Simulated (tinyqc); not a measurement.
# On-chip power grid, static voltage drop by conjugate gradients, step by step

Computed by the program tinyqc: `OMP_NUM_THREADS=1 python tinyqc.py 2770102 2770103 out.jsonl`, one thread of a shared Intel Xeon 2.30GHz, about 0.08 s for the whole run. Printed values are rounded.

A grid of 3 rows and 3 columns, node k = 3 row + column. Neighbours in a row are joined by Rx, in a column by Ry; pad nodes, which reach the supply through Rp: 0, 2, 6, 8. Each node draws I0, node 3 draws kh I0. The drops u = Vdd - V solve G u = i, with G the conductance matrix (1/Rp added on the diagonal at pad nodes).

Inputs (values chosen for the exercise): supply voltage Vdd = 0.75 V; resistance of a horizontal segment Rx = 0.55 ohm; resistance of a vertical segment Ry = 0.15 ohm; resistance from a pad node to the supply Rp = 0.1 ohm; load current of an ordinary node I0 = 4 mA; factor on the load at the hot node kh = 3.

## Diagonal of G, loads and first direction

G_kk = sum of the conductances at node k. Start u = 0, so the residual is r = i; z = r/G_kk (Jacobi preconditioner), p = z.

G_kk (S):
```
          col 0     col 1     col 2
row 0  18.48485  10.30303  18.48485
row 1  15.15152  16.96970  15.15152
row 2  18.48485  10.30303  18.48485
```

r at the start (mA):
```
       col 0  col 1  col 2
row 0      4      4      4
row 1     12      4      4
row 2      4      4      4
```

p at the start (mV):
```
           col 0      col 1      col 2
row 0  0.2163934  0.3882353  0.2163934
row 1      0.792  0.2357143      0.264
row 2  0.2163934  0.3882353  0.2163934
```

## Iteration 1: conjugate-gradient step

u at the start (mV):
```
       col 0  col 1  col 2
row 0      0      0      0
row 1      0      0      0
row 2      0      0      0
```

q = G p; with z = r/G_kk: a = (r.z)/(p.q); u(new) = u + a p; r(new) = r - a q; b = (r.z)(new)/(r.z); p(new) = z(new) + b p.

q (mA):
```
           col 0      col 1     col 2
row 0  -1.985882   1.641686  1.534118
row 1   8.686183  -3.096471  0.686183
row 2  -1.985882   1.641686  1.534118
```

a = 2.438759

u after iteration 1 (mV):
```
          col 0     col 1     col 2
row 0  0.527732  0.946812  0.527732
row 1  1.931497  0.574850  0.643832
row 2  0.527732  0.946812  0.527732
```

r after iteration 1 (mA):
```
          col 0     col 1    col 2
row 0   8.84309  -0.00368  0.25866
row 1  -9.18351  11.55155  2.32657
row 2   8.84309  -0.00368  0.25866
```

b = 1.231532

p after iteration 1 (mV):
```
           col 0      col 1      col 2
row 0  0.7448920  0.4777672  0.2804883
row 1  0.3692617  0.9710058  0.4786777
row 2  0.7448920  0.4777672  0.2804883
```

## Iteration 2: conjugate-gradient step

As before.

q (mA):
```
          col 0     col 1    col 2
row 0  10.43880  -3.41525  1.12493
row 1  -6.10248   8.56574  1.74738
row 2  10.43880  -3.41525  1.12493
```

a = 1.122879

u after iteration 2 (mV):
```
          col 0     col 1     col 2
row 0  1.364155  1.483287  0.842686
row 1  2.346134  1.665173  1.181330
row 2  1.364155  1.483287  0.842686
```

r after iteration 2 (mA):
```
           col 0     col 1      col 2
row 0  -2.878427  3.831235  -1.004505
row 1  -2.331155  1.933260   0.364465
row 2  -2.878427  3.831235  -1.004505
```

b = 0.1996232

p after iteration 2 (mV):
```
            col 0      col 1      col 2
row 0  -0.0070204  0.4672286  0.0016499
row 1  -0.0801431  0.3077595  0.1196098
row 2  -0.0070204  0.4672286  0.0016499
```

## Iteration 3: conjugate-gradient step

As before.

q (mA):
```
           col 0      col 1      col 2
row 0  -0.444991   2.771905  -1.616408
row 1  -1.680245  -1.078887   1.230709
row 2  -0.444991   2.771905  -1.616408
```

a = 1.748398

u after iteration 3 (mV):
```
          col 0     col 1     col 2
row 0  1.351881  2.300189  0.845571
row 1  2.206012  2.203259  1.390455
row 2  1.351881  2.300189  0.845571
```

r after iteration 3 (mA):
```
           col 0      col 1      col 2
row 0  -2.100404  -1.015159   1.821620
row 1   0.606583   3.819584  -1.787306
row 2  -2.100404  -1.015159   1.821620
```

b = 0.4797274

p after iteration 3 (mV):
```
            col 0      col 1       col 2
row 0  -0.1169963  0.1256122   0.0993381
row 1   0.0015877  0.3727233  -0.0605821
row 2  -0.1169963  0.1256122   0.0993381
```

## Course of the conjugate-gradient iteration

Stop when |r| is below 1e-9 mA.

Course of the iteration:
```
iteration  largest u (mV)  |r| (mA)
1                1.931497      19.5
2                2.346134      7.57
3                2.300189      5.97
4                2.506203     0.698
5                2.510753     0.419
6                2.503571   < 1e-11
```

Converged in 6 iterations for 9 unknowns; in exact arithmetic the method needs at most 9. The condition number of the scaled matrix is 10.6. Gauss-Seidel sweeps in node order need 63 to reach the same residual.

## Worst drop, pad currents and power lost

converged u (mV):
```
          col 0     col 1     col 2
row 0  1.239481  2.396429  0.960519
row 1  2.183172  2.503571  1.409685
row 2  1.239481  2.396429  0.960519
```

Pad current u/Rp; worst drop as a share of Vdd; power lost in the grid and pads sum_k i_k u_k; power delivered sum_k i_k (Vdd - u_k).

worst drop = 2.503571 mV
share of Vdd = 0.3338095 %
pad currents (mA): node 0 12.39481, node 2 9.605187, node 6 12.39481, node 8 9.605187
power lost = 0.07862252 mW
power delivered = 32.92138 mW

The pad currents add up to the total load, 44.00 mA. The worst drop is at node 4, not at the hot node.
